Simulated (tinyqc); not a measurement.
# Field emission through a triangular barrier, exact transmission by Airy functions: what changes with what

The left lead has its band edge at 0; for x > 0 the edge falls without end, U(x) = U0 - F x, with mass m1. No transverse momentum; C = hbar^2/(2 m0); psi and psi'/m are continuous at x = 0. The outgoing solution is Bi(z) + i Ai(z).

Values chosen for this exercise; U0 - E and the mass are of the order of those of silicon dioxide on silicon: mass in the left lead mL = 0.48 m0; barrier edge at x = 0 U0 = 3.89 eV; mass in the barrier m1 = 0.48 m0; electron energy E = 0.69 eV; field in the barrier F = 2.6 V/nm.

Constants: q = 1.602176634e-19 C, hbar = 1.054571817e-34 J s, m0 = 9.1093837015e-31 kg, hbar^2/(2 m0) = 0.0380998212 eV nm^2. Results are converted to the units shown.

Each table varies one quantity; the others keep the values above.

## Effect of the barrier mass

Energy scale e = (C F^2/m1)^(1/3), z(x) = (U(x) - E)/e, s = (dz/dx)/m1 = -F/(e m1); v = k/m in a lead. With the Airy functions at z = z(0): g = s (Bi' + i Ai')/(Bi + i Ai), r = (i vL - g)/(i vL + g), T(E) = 1 - |r|^2 = 4 vL Im(g)/|i vL + g|^2, vL = sqrt(mL E/C)/mL. WKB: exp(-S), S = (4/(3 F)) sqrt(m1/C) [max(U0 - E, 0)^1.5]. For large z the ratio tends to c = 4 g0/(1 + g0^2), g0 = K/(m1 vL), K = sqrt(m1 (U0 - E)/C).

Effect of the barrier mass:

| m1 (m0) | z(0) | T(E), exact | exp(-S) | ratio | c |
|---|---|---|---|---|---|
| 0.17 | 2.786 | 0.002228 | 0.002028 | 1.099 | 1.027 |
| 0.23 | 3.082 | 9.065e-4 | 7.372e-4 | 1.230 | 1.165 |
| 0.31 | 3.404 | 3.156e-4 | 2.309e-4 | 1.367 | 1.310 |
| 0.41 | 3.736 | 9.851e-5 | 6.574e-5 | 1.499 | 1.450 |
| 0.56 | 4.146 | 2.128e-5 | 1.295e-5 | 1.643 | 1.603 |
| 0.75 | 4.570 | 3.901e-6 | 2.206e-6 | 1.769 | 1.737 |
| 1 | 5.030 | 5.511e-7 | 2.941e-7 | 1.874 | 1.850 |
| 1.4 | 5.626 | 3.670e-8 | 1.870e-8 | 1.962 | 1.947 |

What does the table show?

The exact T(E) falls from 0.00223 to 3.67e-8, while S grows with the square root of m1; the ratio to WKB rises from 1.10 to 1.96. At the largest z (5.63) the ratio is 0.77 % above c, at the smallest (2.79) 7.0 % above it. In every row the field exceeds 10 MV/cm (up to 26.0), more than most dielectrics sustain; the model ignores breakdown.

## Exact and WKB transmission against energy

Same model as above.

Exact and WKB transmission against energy:

| E (eV) | z(0) | T(E), exact | exp(-S) | ratio | c |
|---|---|---|---|---|---|
| 0.195 | 4.547 | 2.184e-6 | 2.428e-6 | 0.8994 | 0.8728 |
| 0.632 | 4.009 | 3.410e-5 | 2.245e-5 | 1.519 | 1.476 |
| 1.07 | 3.470 | 3.311e-4 | 1.805e-4 | 1.834 | 1.786 |
| 1.507 | 2.933 | 0.002459 | 0.001236 | 1.990 | 1.949 |
| 1.945 | 2.394 | 0.01440 | 0.007173 | 2.007 | 2.000 |
| 2.383 | 1.855 | 0.06391 | 0.03448 | 1.854 | 1.949 |
| 2.82 | 1.317 | 0.1989 | 0.1334 | 1.491 | 1.786 |
| 3.258 | 0.7778 | 0.4137 | 0.4007 | 1.032 | 1.476 |
| 3.696 | 0.2387 | 0.6154 | 0.8560 | 0.7189 | 0.8707 |

What does the table show?

The exact T(E) rises from 2.18e-6 to 0.615, and the ratio to WKB goes from 0.899 through a maximum of 2.01 (at E = 1.945 eV among the rows listed) to 0.719. At the largest z (4.55) the ratio is 3.0 % above c, at the smallest (0.239) 17 % below it. In every row the field exceeds 10 MV/cm (up to 26.0), more than most dielectrics sustain; the model ignores breakdown.

Range of the model: Masses are held fixed, although real bands cease to be parabolic a few tenths of an eV from their edges.

tinyqc, about 0.01 s, one thread, Intel Xeon 2.30GHz (shared host): `OMP_NUM_THREADS=1 python tinyqc.py 2580047 2580048 out.jsonl`
